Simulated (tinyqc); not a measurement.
Leakage currents through a thin dielectric: one step, computed by the program tinyqc. Command: `OMP_NUM_THREADS=1 python tinyqc.py 3015739 3015740 out.jsonl leak walk`. One thread of a shared host (Intel(R) Xeon(R) Processor @ 2.30GHz), about 0.01 s of CPU time with the checks.

Electrons leave an electrode with Fermi energy E_F above its band bottom; barriers are counted from the Fermi level, and both electrodes are alike.

Question. Thermal currents. Schottky emission J = A T^2 exp(-(phi_B - sqrt(e^3 F/(4 pi k_o eps_0)))/k_B T), A = 4 pi e m k_B^2/h^3 with the tunnelling mass; Poole-Frenkel J = sigma_0 F exp(-(phi_t - sqrt(e^3 F/(pi k_o eps_0)))/k_B T); both use the field F of the dielectric.

Inputs (values chosen for the exercise, modelled on a low-k dielectric):
```
quantity                           value  unit
barrier height phi_B                2.32    eV
tunnelling mass m                   0.57   m_0
optical permittivity k_o            2.03     -
trap depth phi_t                       1    eV
Poole-Frenkel prefactor sigma_0  0.00068  S/cm
temperature T                        300     K
```

Stack: single layer.

field F = 3.2 MV/cm

Constants: e = 1.602176634e-19 C; eps_0 = 8.8541878128e-12 F/m; k_B = 8.617333262e-05 eV/K; m_0 = 9.1093837015e-31 kg; k_B = 1.380649e-23 J/K; h = 6.62607015e-34 J s.

Give: Schottky lowering; Poole-Frenkel lowering; Schottky current density; Poole-Frenkel current density.

Answer.

Schottky lowering = 0.4764 eV

Poole-Frenkel lowering = 0.9529 eV

Schottky current density = 6.598e-25 A/cm^2

Poole-Frenkel current density = 351.5 A/cm^2

The Poole-Frenkel lowering is twice the Schottky one, because the charge of a trap is fixed while an image charge moves with the electron.
